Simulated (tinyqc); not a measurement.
Inside a calculation: standing waves and exposure in a photoresist film. Values are carried at full precision from step to step, so a last printed digit may differ when a step is redone from the rounded ones.

Normal incidence from air. Unexposed resist: N1 = n1 + i k1 with k1 = (A + B) lam/(4 pi), lam in micrometres. r01 = (1 - N1)/(1 + N1), t01 = 2/(1 + N1). Below the resist lie the layer Na = na + i ka and the substrate Ns = ns + i ks: r12 = (r1a + ras x)/(1 + r1a ras x), x = exp(4 pi i Na da/lam), r1a = (N1 - Na)/(N1 + Na), ras = (Na - Ns)/(Na + Ns). With p = exp(2 pi i N1 d/lam), the field at depth z is E(z) = t01 [exp(2 pi i N1 z/lam) + r12 p^2 exp(-2 pi i N1 z/lam)]/(1 + r01 r12 p^2), the relative intensity I(z) = n1 |E(z)|^2 and the reflectance R = |(r01 + r12 p^2)/(1 + r01 r12 p^2)|^2.

Parameters, chosen for this exercise (a resist on Al, indices near tabulated ones; the results hold for these values, not for the real material):
- lam = 193 nm (vacuum wavelength)
- n1 = 1.671 (resist index)
- A = 0.14 1/micrometre (bleachable absorption (Dill A))
- B = 0.58 1/micrometre (fixed absorption (Dill B))
- d = 225 nm (resist thickness)
- ns = 0.11 (substrate n)
- ks = 2.25 (substrate k)
- na = 1.782 (n of the bottom antireflection layer)
- ka = 0.294 (its k)
- da = 77 nm (its thickness)
- C = 0.032 cm^2/mJ (exposure rate (Dill C))
- D = 80 mJ/cm^2 (incident dose)
- Ld = 5 nm (diffusion length of the post-exposure bake)

## Interface coefficients

Form N1, r01, t01 and r12.

N1 = 1.67100+0.01106i
r01 = -0.2512-0.0031i
t01 = 0.7488-0.0031i
r12 = 0.0813+0.0627i
|r12|^2 = 0.0105

Next to the bottom the intensity swings by a factor ((1 + |r12|)/(1 - |r12|))^2 = 1.51 between antinode and node; without the layer |r12|^2 would be 0.8992.

## Round trip and reflectance

Form p^2, the denominator and R; the period of the standing wave is lam/(2 n1).

p^2 = 0.6756-0.5165i
1 + r01 r12 p^2 = 0.9781-0.0004i
R = 0.0281
period = 57.75 nm

The film holds 3.90 periods.

## Intensity and exposure over the lowest period

Nine depths from d - period to d. Without bleaching during the exposure the share of unexposed compound is m = exp(-C D I).

Profile:
```
z (nm)      I      m
167.3   1.012  0.075
174.5   1.042  0.069
181.7   0.972  0.083
188.9   0.842  0.116
196.1   0.724  0.157
203.3   0.685  0.173
210.6   0.746  0.148
217.8   0.868  0.108
225.0   0.977  0.082
```

I runs from 0.685 to 1.042 on these points, so m runs from 0.069 to 0.173; the least exposed point listed lies 21.7 nm above the bottom.

## Smoothing by the bake

Gaussian diffusion of length Ld multiplies a cosine of period L by exp(-2 pi^2 Ld^2/L^2). Give that factor, and the Ld that leaves 10 %.

factor = 0.862
Ld for 10 % = 19.72 nm

## Checks

- R against the transfer-matrix product: both 0.028092.

Program tinyqc; command `OMP_NUM_THREADS=1 python tinyqc.py 1651879 1651880 out.jsonl`; about 0.01 s on one thread of a shared Intel(R) Xeon(R) Processor @ 2.30GHz.
